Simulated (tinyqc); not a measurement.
Thermal, flicker and telegraph noise of a field-effect transistor: one step, computed by the program tinyqc. Command: `OMP_NUM_THREADS=1 python tinyqc.py 3013322 3013323 out.jsonl noise walk`. One thread of a shared host (Intel(R) Xeon(R) Processor @ 2.30GHz), about 0.01 s of CPU time with the checks.

Strong inversion, threshold roll-off and channel-length modulation left out; noise sources are uncorrelated and are given as one-sided spectral densities.

Question. Operating point. C_ox = 3.9 eps_0/t; V_c = 2 v_s L/mu; I = W C_ox v_s V_ov^2/(V_ov + V_c); g_m = W C_ox v_s V_ov (V_ov + 2 V_c)/(V_ov + V_c)^2; g_d0 = mu C_ox (W/L) V_ov.

Inputs (values chosen for the exercise, modelled on a high-k silicon transistor):
```
quantity                      value        unit
width W                         0.2  micrometre
length L                         25          nm
electrical oxide thickness t    1.5          nm
mobility mu                     290  cm^2/(V s)
saturation velocity v_s        0.78    1e7 cm/s
overdrive V_ov                  0.7           V
```

Operating region: saturation. Flicker model: Hooge.

Constants: eps_0 = 8.8541878128e-12 F/m.

Give: C_ox; drain current I; g_m; g_d0.

Answer.

C_ox = 2.302 microfarad/cm^2

drain current I = 210.9 microampere

g_m = 349.8 microsiemens

g_d0 = 3739 microsiemens
